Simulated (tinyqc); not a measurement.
From results back to parameters: Koster-Slater impurity in an sp3s* host.

Problem. In the Koster-Slater model a defect shifts the s level of its site by Vs and the p levels by Vp; an A1 level solves 1/Vs = G_s(E) and a T2 level 1/Vp = G_p(E), E from the top of the valence band. A defect has an A1 level at E = 0.7406 eV, one of the energies of the table, and a T2 level at 0.4444 eV.

G(E) of the host (1/eV):

| E (eV) | G_s | G_p |
|---|---|---|
| 0.0000 | -0.0700127 | 0.1053572 |
| 0.1481 | -0.0828053 | 0.0664808 |
| 0.2962 | -0.0974557 | 0.0383327 |
| 0.4444 | -0.1146756 | 0.0133845 |
| 0.5925 | -0.1355608 | -0.0111104 |
| 0.7406 | -0.1619687 | -0.0373192 |
| 0.8887 | -0.1974918 | -0.0682867 |
| 1.0368 | -0.2508667 | -0.1109242 |
| 1.1850 | -0.3623650 | -0.2006865 |

Find: Vs, Vp.

Solution. Read G_s and G_p at the two energies and invert them. Vs is attractive and pulls its level down from the conduction bands. Vp is repulsive and pushes its level up from the valence bands.

Vs, Vp (eV): -6.2  74.7

Computed by tinyqc, a small Python program: `OMP_NUM_THREADS=1 python tinyqc.py 1482827 1482828 out.jsonl` (the numbers bound the seed that draws the inputs); one thread of a shared host (Intel(R) Xeon(R) Processor @ 2.30GHz), about 0.05 s for the whole set of steps.
